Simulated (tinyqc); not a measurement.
RHF in the 3-21g basis, for He, spin multiplicity 1, step by step. One step of it, computed by the program tinyqc.

Problem. Iteration 1: diagonalisation and new density. Diagonalise F' = X^T F X, C = X C', fill 1 alpha and 1 beta electrons from the bottom; D = 2 C_occ C_occ^T; the new density keeps 0.7 of the old one (damping). Each column has its largest component positive (the first on a tie).

Fock matrix F (hartree):
```
           1He 1s     1He 2s
1He 1s  -0.199655  -1.107283
1He 2s  -1.107283  -0.718917
```

X:
```
           1He 1s     1He 2s
1He 1s   1.181761  -0.390007
1He 2s  -0.390007   1.181761
```

D at the start:
```
           1He 1s     1He 2s
1He 1s   0.041332  -0.310191
1He 2s  -0.310191   2.327929
```

overlap S:
```
          1He 1s    1He 2s
1He 1s  1.000000  0.595216
1He 2s  0.595216  1.000000
```

Give: F' = X^T F X; orbital energies; coefficients C; D after iteration 1.

Solution.

F' = X^T F X (hartree):
```
         1        2
1   0.6325  -1.2914
2  -1.2914  -0.0137
```

orbital energies (hartree): MO1 -1.0218, MO2 1.6407

coefficients C:
```
           MO1      MO2
1He 1s  0.4198   1.1715
1He 2s  0.6915  -1.0346
```

D after iteration 1:
```
         1He 1s   1He 2s
1He 1s   0.1347  -0.0430
1He 2s  -0.0430   1.9165
```
